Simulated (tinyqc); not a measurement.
Slater-Koster d bands of a bcc metal: sweeps and comparisons. A value that a table varies takes the place of the one given here.

Slater-Koster d bands. For a bond with direction cosines (l, m, n) the 5 x 5 block is dds Ps + ddp Pp + ddd (1 - Ps - Pp), the projectors on sigma, pi and delta states about the bond; for instance <xy|xy> = 3 l^2 m^2 dds + (l^2 + m^2 - 4 l^2 m^2) ddp + (n^2 + l^2 m^2) ddd, <xy|yz> = 3 l m^2 n dds + l n (1 - 4 m^2) ddp + l n (m^2 - 1) ddd and <3z2-r2|3z2-r2> = (n^2 - (l^2 + m^2)/2)^2 dds + 3 n^2 (l^2 + m^2) ddp + (3/4)(l^2 + m^2)^2 ddd. H(k) sums the blocks times cos(k.R) over the neighbours; the d level is the zero of energy; k in 2 pi/a.

Neighbours: eight at (a/2)(1,1,1) and equivalents, and six at a(1,0,0) and equivalents with the integrals times f2.

Mesh: k = f1 b1 + f2 b2 + f3 b3 with fractions (j + 1/2)/N, j = 0 to N - 1, and b = (-1,1,1), (1,-1,1), (1,1,-1) for fcc, (0,1,1), (1,0,1), (1,1,0) for bcc, unit vectors for simple cubic. The lowest Nd/10 of all levels are filled with two electrons each; the bond energy is their sum per atom.

Parameters, chosen for this exercise (of the size met in W; not measured data):
```
symbol  value   unit  meaning
dds     -1.455  eV    dd sigma
ddp     0.626   eV    dd pi
ddd     -0.218  eV    dd delta
f2      0.487         factor on all three integrals for second neighbours
N       8             mesh
```

## Band filling: full bands against the rectangular model

W = sqrt(12 mu2) with mu2 the mean square level on the mesh; rectangular model: Fermi level W (Nd/10 - 1/2), bond energy -W Nd (10 - Nd)/20. The Fermi level of the mesh is the highest filled level.

Per atom (eV):
```
Nd  EF, bands  bond energy, bands  EF, rectangle  bond energy, rectangle
1      -3.150              -3.491         -3.292                  -3.704
2      -2.668              -6.339         -2.469                  -6.585
3      -2.283              -8.807         -1.646                  -8.643
4      -1.013             -10.397         -0.823                  -9.877
5       0.714             -10.470          0.000                 -10.289
6       1.210              -9.546          0.823                  -9.877
7       1.605              -8.122          1.646                  -8.643
8       2.131              -6.279          2.469                  -6.585
9       3.176              -3.769          3.292                  -3.704
```

W = 8.231 eV
full width on the mesh = 9.271 eV

The bond energy is deepest at Nd = 5 (-10.470 eV); the rectangle has its minimum at 5. The two differ most at Nd = 7, by 0.521 eV or 5 % of the deepest value: the second moment fixes the parabola, and higher moments the rest. At Nd = 3 and 7 the bands give -8.807 and -8.122 eV, a skew towards less than half filling.

## Which lattice a d-band metal prefers

fcc has twelve neighbours, bcc eight and six (the six times f2), simple cubic six. The integrals of bcc and sc are scaled so that all three have the second moment of fcc, which stands for equal repulsion (structural energy difference theorem). s and p electrons are left out.

Bond energy per atom:
```
Nd  fcc (eV)  bcc - fcc (meV)  sc - fcc (meV)
1     -4.205              266            -557
2     -7.278              124            -286
3     -9.568             -371             171
4    -11.245             -488             928
5    -11.850               34            1206
6    -11.275              502             959
7     -9.628              463             231
8     -7.241              155            -323
9     -4.022             -232            -741
```

scale factors: bcc 1.1285, sc 1.4142

mu3/mu2^1.5: fcc -0.043, bcc -0.043, sc 0.000

mu4/mu2^2: fcc 1.769, bcc 1.719, sc 2.802

largest change of a difference when N is raised to 14 = 62 meV

fcc is lowest for Nd = 5, 6 and 7. bcc is lowest for Nd = 3 and 4. sc is lowest for Nd = 1, 2, 8 and 9. bcc gains most on fcc at Nd = 4 (-488 meV). A small fourth moment marks a two-peaked band, which tends to favour fillings near one half; bcc has -3 % against fcc, and at Nd = 5 it lies +34 meV from fcc, which the fourth moment alone does not explain (differences of a few tens of meV are within the error of the mesh; hcp is left out, and this d-only model can miss the lattice of the real metal). The third moments, from three-membered rings, skew the bands. That simple cubic wins anywhere comes from keeping d bands and equal second moments alone; no transition metal takes it. Differences below about 62 meV are within the error of this mesh, and the s and p electrons left out weigh most where the d band is nearly empty or full.

## What each integral does

Levels at Gamma, E(t2g) = (8/3) dds + (16/9) ddp + (32/9) ddd + f2 (4 ddp + 2 ddd), E(eg) = (16/3) ddp + (8/3) ddd + f2 (3 dds + 3 ddd), and W = sqrt(12 mu2), the width of a rectangular band with the same second moment mu2 = z (dds^2 + 2 ddp^2 + 2 ddd^2)/5, z = 8 + 6 f2^2. Each row changes one parameter from the base and keeps the others.

Results:
```
case              t2g (eV)  eg (eV)  W (eV)
base               -2.5351   0.3131  8.2311
dds = -1.6732 eV   -3.1170  -0.0057  9.1207
ddp = 0.7199 eV    -2.1853   0.8139  8.5713
ddd = -0.1853 eV   -2.3870   0.4481  8.1948
f2 = 0.56          -2.3841  -0.0533  8.4290
```

The largest shifts from the base row, up to three for each result and ties (the steps differ in size, so this ranks the rows, not the parameters). t2g (eV): dds -0.5819, ddp +0.3499, f2 +0.1510. eg (eV): ddp +0.5008, f2 -0.3664, dds -0.3188. W (eV): dds +0.8896, ddp +0.3402, f2 +0.1979. The ratio of the shifts of t2g and eg names the integral: it is the ratio of the coefficients in the two formulas.

Computed by tinyqc, a small Python program: `OMP_NUM_THREADS=1 python tinyqc.py 1450184 1450185 out.jsonl` (the numbers bound the seed that draws the inputs); one thread of a shared host (Intel(R) Xeon(R) Processor @ 2.30GHz), about 0.04 s for the whole set of steps.
